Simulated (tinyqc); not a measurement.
# p-n diode, drift-diffusion by the Gummel loop with Scharfetter-Gummel fluxes: two studies

Abrupt junction at x = 0, p side from -Lp, n side to Ln, ohmic contacts. psi is counted from the intrinsic level; n = ni exp((psi - phin)/Vt), p = ni exp((phip - psi)/Vt). Contacts: p side psi = V - Vt ln(Na/ni), p = Na, n = ni^2/Na; n side psi = Vt ln(Nd/ni), n = Nd, p = ni^2/Nd. Constant mobilities, D = mu Vt, Boltzmann statistics, SRH recombination through a mid-gap level, U = (n p - ni^2)/(tp (n + ni) + tn (p + ni)). Current is positive from the p contact to the n contact.

Parameters, values chosen for the exercise; band and dielectric values close to those of silicon:
```
symbol    value        unit                                 meaning
T           350           K                             temperature
Eg         1.11          eV                                band gap
eps_r      11.6                               relative permittivity
Nc      3.45e19       cm^-3  conduction-band density of states at T
Nv       3.4e19       cm^-3     valence-band density of states at T
Na       9.2e15       cm^-3          acceptor density of the p side
Nd       9.1e16       cm^-3             donor density of the n side
mun         860  cm^2/(V s)                       electron mobility
mup         360  cm^2/(V s)                           hole mobility
tn         5e-8           s               SRH lifetime of electrons
tp         8e-7           s                   SRH lifetime of holes
Lp          2.4          um                    length of the p side
Ln          5.5          um                    length of the n side
G             0  cm^-3 s^-1                 uniform generation rate
```

Constants: q = 1.602176634e-19 C, kB = 1.380649e-23 J/K, Vt = kB T/q, eps0 = 8.8541878128e-14 F/cm where lengths are in cm. Results are converted to the units shown.

Each table varies one quantity; the others keep the values above.

## Current against voltage in the dark

ni = sqrt(Nc Nv) exp(-Eg/(2 Vt)), Eg in volts. Poisson and both continuity equations are solved self-consistently with Scharfetter-Gummel fluxes on a graded mesh of 500 nodes. J_scr is q times the integral of U between -xp and xn. Ideal diffusion current J_id = q ni^2 [Dn coth(wp/Le)/(Le Na) + Dp coth(wn/Lh)/(Lh Nd)] (exp(V/Vt) - 1), Le = sqrt(Dn tn), Lh = sqrt(Dp tp), wp = Lp - xp, wn = Ln - xn, with xp and xn from the depletion approximation (W = sqrt(2 eps0 eps_r (Vbi - V)(1/Na + 1/Nd)/q), xp = W Nd/(Na + Nd), xn = W Na/(Na + Nd), Vbi = Vt ln(Na Nd/ni^2)). Ideality factor = 0.004 V/(Vt ln[J(V + 0.004 V)/J(V)]). Here G = 0.

In this table G = 0 cm^-3 s^-1.

Current against voltage in the dark:
```
V (V)	J (A/cm^2)	ideality factor	J_scr/J (%)	J_id (A/cm^2)	share recombining at the contacts (%)	larger minority/doping at -xp and xn
0.14	3.27e-5	1.06	17.3	2.72e-5	81.2	2.29e-7
0.19	1.57e-4	1.04	9.75	1.43e-4	88.6	1.19e-6
0.24	7.83e-4	1.02	5.19	7.48e-4	93.1	6.18e-6
0.29	0.00398	1.02	2.72	0.00390	95.5	3.21e-5
0.34	0.0205	1.01	1.43	0.0203	96.8	1.66e-4
0.39	0.106	1.01	0.747	0.106	97.4	8.51e-4
0.44	0.546	1.01	0.376	0.552	97.8	0.00431
0.5	3.86	1.03	0.137	4.00	98.3	0.0288
0.55	18.7	1.10	0.0485	20.8	99.0	0.125
```

J rises from 3.27e-5 to 18.7 A/cm^2; the ideality factor goes from 1.06 through a minimum of 1.01 (at V = 0.39 V among the rows listed) to 1.10. Recombination in the depleted layer stays under half of the current. Where the factor is lowest (V = 0.39 V), J is 0.31 % below the ideal diffusion current. From V = 0.55 V on the minority density at an edge of the layer exceeds a tenth of the doping, and in the last row J is 10 % below the ideal value.

## Effect of the length of the n side at fixed bias

Same model as above.

In this table V = 0.34 V.

Result of one run:
```
Ln (um)	J (A/cm^2)	ideality factor	J_scr/J (%)	J_id (A/cm^2)	share recombining at the contacts (%)	larger minority/doping at -xp and xn
15	0.0202	1.01	1.44	0.0201	96.7	1.66e-4
```

What becomes of these results when the length of the n side Ln is changed from 15 to 67 um, all else the same?

Result of the changed run:
```
Ln (um)	J (A/cm^2)	ideality factor	J_scr/J (%)	J_id (A/cm^2)	share recombining at the contacts (%)	larger minority/doping at -xp and xn
67	0.0202	1.01	1.44	0.0201	96.5	1.66e-4
```

The whole series:
```
Ln (um)	J (A/cm^2)	ideality factor	J_scr/J (%)	J_id (A/cm^2)	share recombining at the contacts (%)	larger minority/doping at -xp and xn
5.5	0.0205	1.01	1.43	0.0203	96.8	1.66e-4
9.1	0.0203	1.01	1.43	0.0202	96.7	1.66e-4
15	0.0202	1.01	1.44	0.0201	96.7	1.66e-4
25	0.0202	1.01	1.44	0.0201	96.6	1.66e-4
41	0.0202	1.01	1.44	0.0201	96.6	1.66e-4
67	0.0202	1.01	1.44	0.0201	96.5	1.66e-4
110	0.0202	1.01	1.44	0.0201	96.4	1.66e-4
```

As Ln rises from 5.5 to 110, J falls from 0.0205 to 0.0202 A/cm^2, the share of the depleted layer rises from 1.43 to 1.44 % and the share lost at the contacts stays near 96.6 %. The exponent d ln J/d ln Ln is -0.01 between the first two rows and 0.00 between the last two. J less J_scr is 0.97 % below J_id in the last row.

Numbers from tinyqc (`OMP_NUM_THREADS=1 python tinyqc.py 2240002 2240003 out.jsonl`; about 0.1 s on one thread of a shared Intel Xeon 2.30GHz).
